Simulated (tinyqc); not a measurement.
One dielectric constant for an anisotropic host? Model: finite-size error of a charged defect in a periodic cell: Madelung and Makov-Payne terms. Computed by tinyqc, a small Python program. Command: `OMP_NUM_THREADS=1 python tinyqc.py 3006220 3006221 out.jsonl imagecharge walk`. One thread of a shared host (Intel(R) Xeon(R) Processor @ 2.30GHz), about 0.02 s of CPU time with the checks.

L is the cube root of the cell volume. The defect charge is a Gaussian, rho(r) = q (2 pi sigma^2)^(-3/2) exp(-r^2/2 sigma^2), repeated periodically in a uniform neutralising background and screened by a continuum. The model cell energy is E(L) = E_0 + [periodic - isolated electrostatic energy].

Inputs (values chosen for the exercise, for a model uniaxial host):
```
quantity                    value      unit
charge q                        3         e
cell length L                9.69  angstrom
dielectric constant eps_xy     16         -
dielectric constant eps_z      25         -
axis ratio c/a              0.914         -
```

Supercell lattice: tetragonal. Screening: uniaxial.

Constants: e^2/(4 pi eps_0) = 14.39964548 eV angstrom.

Method:
- Cell vectors: (1,0,0), (0,1,0), (0,0,c/a), scaled to volume L^3.
- Ewald sum for a unit point charge: scale each Cartesian component of the cell by 1/sqrt(eps_i), giving R', G' and V'; E = [ (1/2) sum erfc(eta R')/R' + (2 pi/V') sum exp(-G'^2/4 eta^2)/G'^2 - eta/sqrt(pi) - pi/(2 V' eta^2) ] e^2/(4 pi eps_0) / sqrt(eps_x eps_y eps_z), over n_i = -6..6, omitting n = (0,0,0), eta = 2/V'^(1/3). alpha = -2 E eps_g L/(e^2/(4 pi eps_0)), eps_g = (eps_x eps_y eps_z)^(1/3).
- The same sum with an isotropic constant in place of the tensor, the means being taken over (eps_xy, eps_xy, eps_z); errors against the tensor result.

cell vectors (rows) (angstrom):
```
         1        2        3
1  9.98485  0.00000  0.00000
2  0.00000  9.98485  0.00000
3  0.00000  0.00000  9.12616
```

point-charge correction -q^2 E = 0.987612 eV

Point-charge correction:
```
constant          value  correction (eV)  error (meV)
eps_xy           16.000           1.1826       194.99
eps_z            25.000           0.7569      -230.75
arithmetic mean  19.000           0.9959         8.26
geometric mean   18.566           1.0191        31.53
harmonic mean    18.182           1.0407        53.08
```

What does the comparison show, and why?

The tensor gives 0.9876 eV. Closest is arithmetic mean (+8.3 meV) and furthest eps_z (-230.7 meV); anisotropy also changes the effective shape of the cell, which no single constant captures.
